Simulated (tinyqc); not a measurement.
Double quantum well by finite differences, step by step. Values are carried at full precision from step to step, so a last printed digit may differ when a step is redone from the rounded ones.

Finite differences on points z_i at the centres of cells of width h: H_ii = (c/h^2)(1/m_(i-1/2) + 1/m_(i+1/2)) + V_i, H_(i,i+1) = -(c/h^2)/m_(i+1/2), where m_(i+1/2) is the mean of the masses at the two points (the end values are repeated outwards), psi = 0 on the points beyond both ends, c = hbar^2/2m0. The field adds e F (z - z0) with z0 the middle of the structure; 1 kV/cm = 1e-5 eV/angstrom.

Constants: hbar^2/2m0 = 3.80998211 eV angstrom^2.

Parameters, chosen for this exercise (near those of a GaAs well in AlGaAs; the results hold for these values, not for the real material): layers = ((45, 0.275, 0.0952), (45, 0, 0.0669), (15, 0.275, 0.0952), (45, 0, 0.0669), (45, 0.275, 0.0952)) (each layer: thickness in angstrom, band edge in eV, mass in m0); F = 0 kV/cm (field along z); h = 15 angstrom (cell width of the coarse grid); hf = 0.9375 angstrom (cell width of the fine grid).

## The coarse grid

List the points, the potential with the field, and the masses.

Grid:
```
i   z (angstrom)  V (eV)  m (m0)
1            7.5  0.2750  0.0952
2           22.5  0.2750  0.0952
3           37.5  0.2750  0.0952
4           52.5  0.0000  0.0669
5           67.5  0.0000  0.0669
6           82.5  0.0000  0.0669
7           97.5  0.2750  0.0952
8          112.5  0.0000  0.0669
9          127.5  0.0000  0.0669
10         142.5  0.0000  0.0669
11         157.5  0.2750  0.0952
12         172.5  0.2750  0.0952
13         187.5  0.2750  0.0952
```

## The tridiagonal Hamiltonian

Form the diagonal and the neighbouring elements; V in the grid already includes the field.

diagonal H_ii (eV): [0.6307, 0.6307, 0.6618, 0.4620, 0.5062, 0.4620, 0.6928, 0.4620, 0.5062, 0.4620, 0.6618, 0.6307, 0.6307]

H_(i,i+1) (eV): [-0.1779, -0.1779, -0.2089, -0.2531, -0.2531, -0.2089, -0.2089, -0.2531, -0.2531, -0.2089, -0.1779, -0.1779]

## Lowest levels on the coarse grid

Diagonalise the symmetric tridiagonal matrix; give the three lowest levels and the weights u_i^2 (sum 1) of the two lowest.

levels (eV): [0.0615, 0.0981, 0.2762]

weights on the points, rows level 1, level 2:
```
[[0.000, 0.002, 0.016, 0.109, 0.174, 0.162, 0.071, 0.162, 0.174, 0.109, 0.016, 0.002, 0.000],
 [0.000, 0.004, 0.030, 0.168, 0.200, 0.097, 0.000, 0.097, 0.200, 0.168, 0.030, 0.004, 0.000]]
```

## Halving the cell width

The same with h, h/2, ..., h/32. The end points move with h, since psi vanishes half a cell beyond the structure. Richardson value (4 E(h/32) - E(h/16))/3.

Convergence:
```
cell (angstrom)  points  E1 (eV)  E2 (eV)  E1 - finest (meV)
15.0000              13  0.06148  0.09811             -8.470
7.5000               26  0.06760  0.10596             -2.345
3.7500               52  0.06934  0.10812             -0.602
1.8750              104  0.06980  0.10868             -0.147
0.9375              208  0.06992  0.10883             -0.030
0.4688              416  0.06995  0.10887              0.000
```

Richardson values of E1, E2 (eV): [0.06996, 0.10888]

The coarse grid is 8.5 meV too low in E1. The last differences between rows shrink by a factor 3.8 (4 for a pure h^2 error, 2 for one linear in h).

## Positions and dipoles on the fine grid

With h sum psi^2 = 1: <z - z0> of three levels, |z_12| and |z_13|, the mass m1 from 1/m1 = <1|1/m|1>, and f_1j = (m1/c)(E_j - E_1) z_1j^2.

levels (eV): [0.0699, 0.1088, 0.2950]

<z - z0> (angstrom): [0.0, 0.0, 0.0]

|z_12|, |z_13| (angstrom): [30.30, 0.00]

m1 = 0.0701 m0

f_12, f_13: [0.657, 0.000]

The structure is symmetric and there is no field, so z_13 vanishes by parity. E2 - E1 = 38.9 meV, a wavelength of 31.9 micrometre (hc = 1239.841984 eV nm). Level 3 lies above the lowest point of the outer barriers, so it is a resonance or a state of the finite grid, and values that rest on it depend on the ends of the grid.

## Checks

- E1 at zero field on the grid h/32 against transfer matrices between the same hard ends, eV: 0.0699 against 0.0700.

Computed by tinyqc, a small Python program: `OMP_NUM_THREADS=1 python tinyqc.py 1252071 1252072 out.jsonl` (the numbers bound the seed that draws the inputs); one thread of a shared host (Intel(R) Xeon(R) Processor @ 2.30GHz), about 0.02 s for the whole set of steps.
